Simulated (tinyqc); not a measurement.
Shallow donor in an anisotropic valley (effective-mass theory): one step. Energy of one trial function. Three cases, with inputs chosen for the exercise.

Problem. Evaluate T, V and E. Scaling both radii by f changes T to T/f^2 and V to V/f, so the best factor is f = -2T/V, with energy -V^2/(4T).

One valley: H = -c [(d2/dx2 + d2/dy2)/mt + (d2/dz2)/ml] - q/(eps r), c = hbar^2/2m0, q = e^2/(4 pi eps0). Trial function exp(-sqrt((x^2 + y^2)/a^2 + z^2/b^2)) with a > b: T = (c/3)(2/(mt a^2) + 1/(ml b^2)), V = -(q/eps) atan(u/b)/u, u = sqrt(a^2 - b^2). The central cell of the impurity is left out.

Constants: hbar^2/2m0 = 3.80998211 eV angstrom^2; e^2/(4 pi eps0) = 14.39964547 eV angstrom.

Give: T; V; E; best scale factor; energy after scaling.

Case 1.

Values chosen (near those of a group-V donor in Si; the results hold for these values, not for the real material): ml = 0.942 m0 (longitudinal mass); mt = 0.188 m0 (transverse mass); eps = 11.6 (dielectric constant); a = 22.1 angstrom (trial radius across the axis); b = 13.4 angstrom (trial radius along the axis).

Solution.

T = 35.171 meV
V = -64.939 meV
E = -29.768 meV
best scale factor = 1.0832
energy after scaling = -29.975 meV

The virial ratio -V/T is 1.846; it is 2 at the best scale. Scaling gains 0.207 meV.

Case 2.

Values chosen (near those of Ge; the results hold for these values, not for the real material): ml = 1.587 m0 (longitudinal mass); mt = 0.081 m0 (transverse mass); eps = 15.3 (dielectric constant); a = 51.2 angstrom (trial radius across the axis); b = 18.1 angstrom (trial radius along the axis).

Solution.

T = 14.405 meV
V = -23.767 meV
E = -9.362 meV
best scale factor = 1.2122
energy after scaling = -9.804 meV

The virial ratio -V/T is 1.650; it is 2 at the best scale. Scaling gains 0.441 meV.

Case 3.

Values chosen (near those of a group-V donor in Si; the results hold for these values, not for the real material): ml = 0.884 m0 (longitudinal mass); mt = 0.187 m0 (transverse mass); eps = 11 (dielectric constant); a = 28.5 angstrom (trial radius across the axis); b = 12.6 angstrom (trial radius along the axis).

Solution.

T = 25.772 meV
V = -56.987 meV
E = -31.216 meV
best scale factor = 0.9045
energy after scaling = -31.503 meV

The virial ratio -V/T is 2.211; it is 2 at the best scale. Scaling gains 0.287 meV.

Computed by tinyqc, one run a case: `OMP_NUM_THREADS=1 python tinyqc.py N N+1 out.jsonl` with N = 1250092, 1250120, 1250323; one thread of a shared Intel(R) Xeon(R) Processor @ 2.30GHz, about 0.01 s a run at most.
